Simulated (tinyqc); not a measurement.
Changing the predeposition time t1: two-step dopant diffusion (predeposition and drive-in) with a constant diffusivity. Computed by tinyqc, a small Python program. Command: `OMP_NUM_THREADS=1 python tinyqc.py 3026993 3026994 out.jsonl dopdiff sweep`. One thread of a shared host (Intel(R) Xeon(R) Processor @ 2.30GHz), about 0.08 s of CPU time with the checks.

Fick diffusion into a half space x > 0 whose background doping C_B is of the opposite type, so that a junction lies where C = C_B.

Inputs (values chosen for the exercise, modelled on gallium in silicon): prefactor D0 = 0.43 cm^2/s; activation energy E = 3.41 eV; surface concentration C_s = 4.5e+18 1/cm^3; background doping C_B = 2.8e+14 1/cm^3; predeposition temperature T1 = 1050 C; drive-in temperature T2 = 1050 C; drive-in time t2 = 120 min; mean mobility in the layer mu = 120 cm^2/(V s).

Furnace ramps of the drive-in: none.

Constants: k_B = 8.617333262e-05 eV/K; e = 1.602176634e-19 C.

Method:
- D = D0 exp(-E/(k_B T)).
- Temperatures in kelvin are T(C) + 273.15.
- Times in seconds are 60 times the minutes.
- (Dt)2 = D2 t2, t2 in seconds.
- C = C_s erfc(x/(2 sqrt(D1 t1))); dose Q = 2 C_s sqrt(D1 t1/pi); the junction solves erfc(z) = C_B/C_s with x_j = 2 z sqrt(D1 t1).
- With a sealed surface and a thin source, C = Q/sqrt(pi (Dt)2) exp(-x^2/(4 (Dt)2)); x_j = 2 sqrt((Dt)2 ln(C(0)/C_B)); gradient at the junction |dC/dx| = C_B x_j/(2 (Dt)2).
- Net dose Q_net = Q erf(x_j/(2 sqrt((Dt)2))) - C_B x_j; R_s = 1/(e mu Q_net), with every dopant ionised and one mobility.
- Exact two-step profile: C = (2 C_s/pi) int_0^alpha exp(-beta (1 + u^2))/(1 + u^2) du with alpha = sqrt(D1 t1/(Dt)2), beta = x^2/(4 (D1 t1 + (Dt)2)).
- The integral takes 48 Gauss-Legendre points; solve C(x) = C_B.

One run for each value; columns: (1) predeposition time t1 (min); (2) dose Q (1/cm^2); (3) sheet resistance R_s (Gaussian) (ohm/square); (4) junction depth x_j (um); (5) exact junction depth (um):
```
(1)          (2)   (3)    (4)    (5)
2.0    1.169e+13  4461  0.956  0.961
4.0    1.653e+13  3152  0.979  0.989
7.9    2.323e+13  2242  1.001  1.021
16.0   3.306e+13  1575  1.023  1.066
31.0   4.602e+13  1131  1.043  1.130
61.0   6.455e+13   806  1.064  1.240
120.0  9.054e+13   575  1.084  1.428
240.0  1.280e+14   406  1.104  1.749
```

Over the rows, dose Q (1/cm^2) rises from 1.17e13 to 1.28e14 (exponent d ln y / d ln x about 0.50 throughout); sheet resistance R_s (Gaussian) (ohm/square) falls from 4460 to 406 (exponent d ln y / d ln x about -0.50 throughout); junction depth x_j (um) rises from 0.956 to 1.10 (exponent d ln y / d ln x 0.034 between the first rows and 0.027 between the last). The exponent of dose Q stays at 0.50: a constant source admits a dose that grows as sqrt(D t). The exponent of sheet resistance R_s (Gaussian) stays at -0.50: R_s is inverse to the dose. The Gaussian junction falls short of the exact one by 0.52 % in the first row and 37 % in the last, as the source thickens.

Caution (rows 16.0, 31.0, 61.0, 120, 240): the drive-in budget is under fifteen times D1 t1, so the source is not thin and the Gaussian junction is too shallow.
